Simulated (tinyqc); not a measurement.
Doping the contact: Schottky barrier with interface states (Cowley-Sze model), image lowering and contact resistance. Computed by tinyqc, a small Python program. Command: `OMP_NUM_THREADS=1 python tinyqc.py 3002512 3002513 out.jsonl pinning walk`. One thread of a shared host (Intel(R) Xeon(R) Processor @ 2.30GHz), about 0.01 s of CPU time with the checks.

An n-type semiconductor under a metal. The barrier lies between the Schottky-Mott limit phi_M - chi and the Bardeen limit E_g - E_n, E_n being the neutrality level of the interface states; the space-charge term of the full Cowley-Sze expression is left out.

Inputs (values chosen for the exercise, with gap, mass and screening modelled on beta-Ga2O3):

| quantity | value | unit |
|---|---|---|
| gap E_g | 4.82 | eV |
| electron affinity chi | 3.69 | eV |
| metal work function phi_M | 5.06 | eV |
| neutrality level E_n above the valence band | 1.88 | eV |
| optical dielectric constant eps_opt | 3.62 | - |
| dielectric constant eps_s | 9.8 | - |
| electron mass m_e | 0.28 | m_0 |
| valleys M_c | 1 | - |
| temperature T | 300 | K |

Pinning factor from: Moench relation.

Constants: k_B = 8.617333262e-05 eV/K; hbar = 1.054571817e-34 J s; m_0 = 9.1093837015e-31 kg; eps_0 = 8.8541878128e-12 F/m; e = 1.602176634e-19 C; k_B = 1.380649e-23 J/K; h = 6.62607015e-34 J s.

Method:
- S = 1/(1 + 0.1 (eps_opt - 1)^2), an empirical relation for metal-induced gap states.
- phi_B = S (phi_M - chi) + (1 - S)(E_g - E_n); the hole barrier is E_g - phi_B.
- A* = 4 pi e m_e M_c k_B^2/h^3 (a simple valley count); J_s = A* T^2 exp(-phi/k_B T).
- E_00 = (e hbar/2) sqrt(N/(m_e eps_s eps_0)), E_0 = E_00 coth(E_00/k_B T); scaling form of the contact resistivity rho_c = (k_B/(e A* T)) exp(phi_B/E_0), which is the thermionic result when E_00 << k_B T and keeps only the leading exponential of tunnelling when E_00 >> k_B T; image lowering is left out of it.
- Regimes: thermionic below E_00/k_B T = 0.5, field emission above 5.

barrier phi_B = 2.00904 eV

Against doping:

| N (cm^-3) | 1e10/sqrt(N) | E_00/k_B T | rho_c (ohm cm^2) | regime |
|---|---|---|---|---|
| 1.00e+16 | 1.0000e+02 | 4.3355e-02 | 4.5774e+25 | thermionic emission |
| 1.00e+17 | 3.1623e+01 | 1.3710e-01 | 2.9639e+25 | thermionic emission |
| 1.00e+18 | 1.0000e+01 | 4.3355e-01 | 5.1862e+23 | thermionic emission |
| 3.00e+18 | 5.7735e+00 | 7.5093e-01 | 3.1832e+20 | thermionic-field emission |
| 1.00e+19 | 3.1623e+00 | 1.3710e+00 | 3.6974e+13 | thermionic-field emission |
| 3.00e+19 | 1.8257e+00 | 2.3747e+00 | 7.9442e+05 | thermionic-field emission |
| 1.00e+20 | 1.0000e+00 | 4.3355e+00 | 5.1672e-01 | thermionic-field emission |
| 3.00e+20 | 5.7735e-01 | 7.5093e+00 | 2.6653e-04 | field emission |
| 1.00e+21 | 3.1623e-01 | 1.3710e+01 | 2.4718e-06 | field emission |

What does the comparison show, and why?

Even over the thermionic rows rho_c falls by a factor 88, since the barrier is many E_0 high, and then it falls faster, by 31.3 decades in all; in field emission ln rho_c is linear in 1/sqrt(N). It stays above 1e-7 ohm cm^2 at every listed doping.
